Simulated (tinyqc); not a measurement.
Graded p-n junction, non-linear Poisson equation by Newton steps: one step of the calculation.

One dimension, p side on the left, n side on the right; net doping C = (Nd - Na)/2 + ((Nd + Na)/2) tanh(x/Lg). The potential psi is counted from the intrinsic level, and the quasi-Fermi potentials are flat: 0 for holes and -V for electrons, so n = ni exp((psi + V)/Vt) and p = ni exp(-psi/Vt) (Boltzmann statistics, full ionisation, no current).

Question. Intrinsic density, end potentials and Debye lengths. ni = sqrt(Nc Nv) exp(-Eg/(2 Vt)), Eg in volts; psi_p = -Vt ln(Na/ni), psi_n = Vt ln(Nd/ni) - V; Debye length sqrt(eps0 eps_r Vt/(q N)).

Parameters, values chosen for the exercise; band and dielectric values close to those of silicon:
```
symbol,value,unit,meaning
T,293,K,temperature
Eg,1.11,eV,band gap
eps_r,11.8,,relative permittivity
Nc,2.73e19,cm^-3,conduction-band density of states at T
Nv,2.53e19,cm^-3,valence-band density of states at T
Na,5.9e17,cm^-3,acceptor density of the p side
Nd,2.8e16,cm^-3,donor density of the n side
V,0.47,V,bias of the p side against the n side
```

Constants: q = 1.602176634e-19 C, kB = 1.380649e-23 J/K, Vt = kB T/q, eps0 = 8.8541878128e-14 F/cm where lengths are in cm. Results are converted to the units shown.

Find: ni; psi_p; psi_n; Debye length, p side; Debye length, n side.

Answer.

ni = 7.4697e9 cm^-3
psi_p = -0.45914 V
psi_n = -0.087813 V
Debye length, p side = 5.2827 nm
Debye length, n side = 24.249 nm

Range of the model: Flat quasi-Fermi levels over the whole structure hold only for low forward bias and sides short against the diffusion lengths.

tinyqc, about 0.05 s, one thread, Intel Xeon 2.30GHz (shared host): `OMP_NUM_THREADS=1 python tinyqc.py 2000107 2000108 out.jsonl`
